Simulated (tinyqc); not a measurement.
## Thickness of the second layer from the transmission

Question. A two-layer stack carries the voltage V: F1 = V/(t1 + t2 eps1/eps2), F2 = F1 eps1/eps2; U = phi1 - F1 x in layer 1 and phi2 - F1 t1 - F2 (x - t1) in layer 2. T = exp(-S) at E = 0, C = hbar^2/(2 m0). Each layer adds (2/F) sqrt(m/C) [G(u at its left edge) - G(u at its right edge)] to S, with u = U - E (0 where negative) and G(u) = (2/3) u^1.5. Find t2, known to lie between 0.3 and 6 nm, and F1.

Values chosen for this exercise:
```
symbol  value  unit                                                        meaning
phi1     3.16    eV  barrier of layer 1 above the emitter Fermi level at zero bias
m1       0.49    m0                                     tunnelling mass of layer 1
t1          1    nm                                           thickness of layer 1
eps1     3.78                                     relative permittivity of layer 1
phi2     1.44    eV                                barrier of layer 2 at zero bias
m2       0.19    m0                                     tunnelling mass of layer 2
eps2     21.1                                     relative permittivity of layer 2
V         0.3     V                                  voltage across the dielectric
```

Constants: q = 1.602176634e-19 C, hbar = 1.054571817e-34 J s, m0 = 9.1093837015e-31 kg, hbar^2/(2 m0) = 0.0380998212 eV nm^2. Results are converted to the units shown.

T at E = 0 = 1.7747863e-14

Solution. Over that range S rises steadily with t2, so S = -ln T has one root, found by bisection.

t2 = 3.90 nm
F1 = 1.77 MV/cm

Computed by the program tinyqc: `OMP_NUM_THREADS=1 python tinyqc.py 2540031 2540032 out.jsonl`, one thread of a shared Intel Xeon 2.30GHz, about 0.04 s for the whole run.
